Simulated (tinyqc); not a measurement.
Read current of a NAND string, cells in series solved by shooting: one step of the calculation.

Cells in series, numbered from 0 at the source line (0 V) to the bit line, each followed by a gap resistance Rg. A cell with gate Vg, threshold VT, source Vs and drain Vd passes I = 2 nf K Vt^2 [F(Vs) - F(Vd)]/(1 + th max(Vg - VT, 0)), F(V) = ln^2(1 + exp((Vg - VT - nf V)/(2 nf Vt))). The selected cell has Vg = Vr, the others Vg = Vp.

Task. Node voltages for a trial current. For a trial current I start at 0 V and, cell by cell (the selected one is cell 0), solve for the drain: sqrt(F(Vd)) = sqrt(F(Vs) - I/k), k = 2 nf K Vt^2/(1 + th max(Vg - VT, 0)), Vd = [Vg - VT - 2 nf Vt ln(exp(sqrt F) - 1)]/nf, then add I Rg.

Parameters, values chosen for the exercise; values of the order met in vertical NAND strings:
```
symbol,value,unit,meaning
T,300,K,temperature
K,17,uA/V^2,gain factor of a cell
nf,1.8,,slope factor
th,0.18,1/V,mobility reduction factor
Rg,1.4,kohm,resistance of the gap between cells
Vbl,0.5,V,bit-line voltage
Vp,6.7,V,pass voltage
Vr,3.82,V,read voltage on the selected word line
```

Constants: q = 1.602176634e-19 C, kB = 1.380649e-23 J/K, Vt = kB T/q. Results are converted to the units shown.

first trial current = 1.6 uA
thresholds from the source end, cell 0 to 4 (V): 1.9  4  -1.1  -1.1  4

Wanted: node voltage after each cell and gap, trial 1.

Result.

node voltage after each cell and gap, trial 1, cell 0 to 4 (V): 0.070377  0.12804  0.16028  0.19275  0.25584

Program tinyqc, `OMP_NUM_THREADS=1 python tinyqc.py 2142286 2142287 out.jsonl`; Intel Xeon 2.30GHz, shared host, one thread, about 0.7 s.
